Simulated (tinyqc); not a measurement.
Worked calculation: dopants and charged point defects at anneal temperature: Fermi-level effect, clustering and pairing. Computed by tinyqc, a small Python program that keeps every step. Command: `OMP_NUM_THREADS=1 python tinyqc.py 3022175 3022176 out.jsonl pairing walk`. One thread of a shared host (Intel(R) Xeon(R) Processor @ 2.30GHz), about 0.03 s of CPU time with the checks. Intermediate numbers are printed to about 6 digits and carried at full precision; extremes and crossings named in words are read from the listed rows.

Boltzmann statistics and full ionisation of active dopants. Energies are counted from the valence band; the defect (a vacancy or self-interstitial) has five charge states, with all degeneracy factors one.

Inputs (values chosen for the exercise, with bands modelled on GaAs):

| quantity | value | unit |
|---|---|---|
| gap at 0 K E_g0 | 1.5 | eV |
| Varshni alpha | 0.000557 | eV/K |
| Varshni beta | 202 | K |
| electron mass m_e | 0.0681 | m_0 |
| valleys M_c | 1 | - |
| hole mass m_h | 0.538 | m_0 |
| anneal temperature T | 1070 | K |
| total dopant density N | 6.8e+20 | cm^-3 |
| formation enthalpy of the neutral defect H_f | 3.71 | eV |
| formation entropy S_f | 4.5 | k_B |
| site density N_s | 2.5e+22 | cm^-3 |
| intrinsic dopant diffusivity D_i | 1.5e-17 | cm^2/s |
| anneal time t | 500 | s |
| dopant atoms per cluster k | 3 | - |
| cluster binding energy E_b | 1.92 | eV |

Dopant: acceptor. Second part: clustering of the dopant.

defect levels as fractions of E_g(T): (2+/+), (+/0), (0/-), (-/2-): 0.11  0.12  0.56  0.86

Constants: m_0 = 9.1093837015e-31 kg; k_B = 1.380649e-23 J/K; h = 6.62607015e-34 J s; k_B = 8.617333262e-05 eV/K.

## The host at the anneal temperature

E_g = E_g0 - alpha T^2/(T + beta). N_c = 2 M_c (2 pi m_e k_B T/h^2)^(3/2) and N_v = 2 (2 pi m_h k_B T/h^2)^(3/2), masses in units of m_0. n_i = sqrt(N_c N_v) exp(-E_g/2 k_B T); E_i = E_g/2 + (k_B T/2) ln(N_v/N_c).

E_g = 0.998656 eV

k_B T = 0.0922055 eV

n_i = 6.29566e+16 cm^-3

E_i = 0.642261 eV

effective density of states N_b of the majority band = 6.67021e+19 cm^-3

## Active and clustered dopant

p = A/2 + sqrt(A^2/4 + n_i^2) for an active density A. k ionised dopants and k carriers form one neutral cluster: C = N_s (A/N_s)^k (p/N_b)^k exp(E_b/k_B T), N_b the effective density of states of the majority band, and N = A + k C (60 bisections in ln A between ln N - 90 and ln N).

active density A = 1.82565e+19 cm^-3

clusters C = 2.20581e+20 cm^-3

active share = 0.0268478

97 % of the dopant is lost to clusters.

## Carrier density and Fermi level

chi = n/n_i (for acceptors n_i/p); E_F = E_i + k_B T ln chi; field enhancement h = 1 + A/sqrt(A^2 + 4 n_i^2).

p = 1.82568e+19 cm^-3

chi = 0.00344840

E_F = 0.119471 eV

field enhancement h = 1.99998

The doping is 290 n_i: extrinsic conditions.

## Charged defects

C_0 = N_s exp(S_f/k_B) exp(-H_f/k_B T). Ratios to the neutral state at E_F = E_i: r_+ = exp((E(+/0) - E_i)/k_B T), r_2+ = r_+ exp((E(2+/+) - E_i)/k_B T), r_- = exp((E_i - E(0/-))/k_B T), r_2- = r_- exp((E_i - E(-/2-))/k_B T); at other E_F state q scales as chi^(-q). The enhancement is sum r_q chi^(-q)/sum r_q. The charge on the defects is left out of neutrality.

neutral defects C_0 = 7.54908e+06 cm^-3

Charge states:

| state | ratio r | intrinsic (cm^-3) | doped (cm^-3) |
|---|---|---|---|
| 2+ | 1.07563e-05 | 8.12005e+01 | 6.82848e+06 |
| + | 3.46219e-03 | 2.61364e+04 | 7.57928e+06 |
| 0 | 1.00000e+00 | 7.54908e+06 | 7.54908e+06 |
| - | 2.46038e+00 | 1.85736e+07 | 6.40491e+04 |
| 2- | 2.34899e-01 | 1.77327e+06 | 2.10867e+01 |

all defects, doped = 2.20209e+07 cm^-3

enhancement over intrinsic = 0.788653

mean charge = 0.961456 e

Doping leaves the neutral state alone and scales the total by 0.789; the most common state is + (in intrinsic material -).

## Dopant diffusivity

If every charge state of the defect carries the dopant equally well, D = D_i x enhancement x h x (active share A/N, a rough stand-in that overstates the dA/dN which immobile clusters call for), D_i being an input held fixed when T or H_f is moved; diffusion length 2 sqrt(D t).

effective diffusivity D = 6.35202e-19 cm^2/s

D/D_i = 0.0423468

diffusion length = 0.356427 nm

## Against doping

chi = n/n_i; h = 1 + A/sqrt(A^2 + 4 n_i^2); the dopant diffusivity over its intrinsic value is D/D_i = enhancement x h x A/N, if every charge state carries the dopant equally well.

Trend at the anneal temperature:

| N (cm^-3) | active A (cm^-3) | chi | defect enhancement | mean charge | D/D_i |
|---|---|---|---|---|---|
| 1.90e+15 | 1.90000e+15 | 9.85024e-01 | 0.988165 | -0.78683 | 1.00307 |
| 1.00e+16 | 1.00000e+16 | 9.23729e-01 | 0.940025 | -0.76787 | 1.01445 |
| 5.50e+16 | 5.50000e+16 | 6.54430e-01 | 0.734319 | -0.66494 | 1.02826 |
| 3.00e+17 | 3.00000e+17 | 2.01348e-01 | 0.411592 | -0.32627 | 0.79111 |
| 1.60e+18 | 1.59970e+18 | 3.92945e-02 | 0.322303 | 0.00389 | 0.64349 |
| 8.70e+18 | 6.85123e+18 | 9.18832e-03 | 0.412798 | 0.39884 | 0.65010 |
| 4.70e+19 | 1.12261e+19 | 5.60790e-03 | 0.533481 | 0.65255 | 0.25484 |
| 2.50e+20 | 1.53592e+19 | 4.09887e-03 | 0.674549 | 0.84771 | 0.08288 |
| 1.40e+21 | 2.06340e+19 | 3.05108e-03 | 0.891578 | 1.04259 | 0.02628 |

Well below n_i = 6.30e16 cm^-3 chi and the enhancement are near 1. At any doping d ln(enhancement)/d ln chi equals minus the mean charge, which goes from -0.79 to +1.04 over the rows. The defect density first falls, because doping removes the states with the sign of the ionised dopant before it feeds the opposite ones. Clustering bends A over: its exponent in N falls to 0.17, towards 1/(2k) = 0.167, and D/D_i peaks at N = 5.5e16 cm^-3.

## Activation against anneal temperature

The formulas are those given above.

Equilibrium activation:

| T (K) | n_i (cm^-3) | active A (cm^-3) | clusters C (cm^-3) | active share |
|---|---|---|---|---|
| 640 | 9.48353e+13 | 1.21114e+18 | 2.26263e+20 | 0.0017811 |
| 750 | 9.66966e+14 | 3.19320e+18 | 2.25602e+20 | 0.0046959 |
| 860 | 5.62389e+15 | 6.65996e+18 | 2.24447e+20 | 0.0097941 |
| 960 | 2.00678e+16 | 1.13276e+19 | 2.22891e+20 | 0.0166582 |
| 1070 | 6.29566e+16 | 1.82565e+19 | 2.20581e+20 | 0.0268478 |
| 1180 | 1.62120e+17 | 2.70906e+19 | 2.17636e+20 | 0.0398391 |
| 1280 | 3.36453e+17 | 3.67284e+19 | 2.14424e+20 | 0.0540124 |

The active share goes from 0.00178 at 640 K to 0.0540 at 1280 K, so a layer activated by a hot, short anneal is metastable and deactivates in later, cooler steps if the dopant can move. Over the first three rows, where most dopant is clustered, a fit of ln A rises with slope 0.367 eV against -1/k_B T, near E_b/(2k) = 0.320 eV plus 0.75 k_B T.

Checks made by the program: conservation of the dopant (relative difference below 1e-10); ratios against Boltzmann factors of formation energies at E_F (relative difference below 1e-10).
